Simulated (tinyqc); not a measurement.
Esaki diode in forward bias, two-band WKB: one step of the calculation.

Abrupt p-n junction, depletion approximation. Energies E are counted from the conduction-band edge of the neutral n side; its Fermi level lies at dn, that of the p side at dn - V, and the valence-band edge of the neutral p side at Em = dn + dp - V. Tunnelling needs 0 < E < Em. Two-band dispersion with equal masses m: inside the gap kappa = sqrt(m u (1 - u/Eg)/C), u the distance from a band edge, C = hbar^2/(2 m0).

Task. Current density on a coarse grid. J = KJ exp(-S) Eb times the integral from 0 to Em of [f(E - dn) - f(E - dn + V)] [1 - exp(-min(E, Em - E)/Eb)] dE, f(x) = 1/(1 + exp(x/Vt)), with S and Eb from the mean field; J > 0 flows from p to n. KJ = (2 q^2/h) m/(4 pi C) (times 1e14 for A/cm^2 per eV^2). Simpson's rule on nE equally spaced points from 0 to Em.

Values chosen for this exercise; band and dielectric values close to those of gallium arsenide:
- T = 300 K (temperature)
- m = 0.066 m0 (band-edge mass of the two-band model)
- V = 0.43 V (bias of the p side)
- nE = 9 (points of the energy grid)

Constants: q = 1.602176634e-19 C, kB = 1.380649e-23 J/K, hbar = 1.054571817e-34 J s, h = 6.62607015e-34 J s, m0 = 9.1093837015e-31 kg, Vt = kB T/q, hbar^2/(2 m0) = 0.0380998212 eV nm^2. Results are converted to the units shown.

dn = 0.66950135 eV
dp = 0.048086726 eV
S = 13.119899
Eb = 27.629786 meV

Find: E; difference of the f; transverse factor; integral; KJ; J.

Result.

```
point,E (eV),difference of the f,transverse factor
0,0.0000,0.0001,0.0000
1,0.0359,0.0004,0.7278
2,0.0719,0.0015,0.9259
3,0.1078,0.0061,0.9798
4,0.1438,0.0241,0.9945
5,0.1797,0.0902,0.9798
6,0.2157,0.2847,0.9259
7,0.2516,0.6153,0.7278
8,0.2876,0.8653,0.0000
```

integral = 0.03292 eV
KJ = 1.068e9 A/(cm^2 eV^2)
J = 1.948 A/cm^2

Range of the model: Parabolic densities of states, no band tails and no gap narrowing, all of which matter at such doping.

Computed by the program tinyqc: `OMP_NUM_THREADS=1 python tinyqc.py 2620143 2620144 out.jsonl`, one thread of a shared Intel Xeon 2.30GHz, about 0.02 s for the whole run.
